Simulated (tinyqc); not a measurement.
Worked calculation: Luttinger-Kohn k.p, four valence bands. One step of it, computed by the program tinyqc.

Problem. Bloch Hamiltonian at k. P = c g1 k^2, Q = c g2 (kx^2 + ky^2 - 2 kz^2), R = c sqrt3 [-g2 (kx^2 - ky^2) + 2i g3 kx ky], S = 2 c sqrt3 g3 (kx - i ky) kz, c = hbar^2/2m = 3.809982 eV angstrom^2; rows [P+Q, -S, R, 0], [-S*, P-Q, 0, R], [R*, 0, P-Q, S], [0, R*, S*, P+Q]. The path ends lie at |k| = 0.07 1/angstrom.

Luttinger parameters chosen for this model; energies are counted downward from the top of the valence band:
```
parameter,value,unit
g1,18.690000,
g2,3.850000,
g3,4.650000,
```

k point k (1/angstrom): 0.023000  -0.015000  -0.014000

Give: H(k) at k.

Solution.

H(k) at k (eV), lower triangle (Hermitian):
```
,3/2,1/2,-1/2,-3/2
3/2,0.0730
1/2,0.0198-0.0129i,0.0623
-1/2,-0.0077+0.0212i,0.0000,0.0623
-3/2,0.0000,-0.0077+0.0212i,-0.0198+0.0129i,0.0730
```
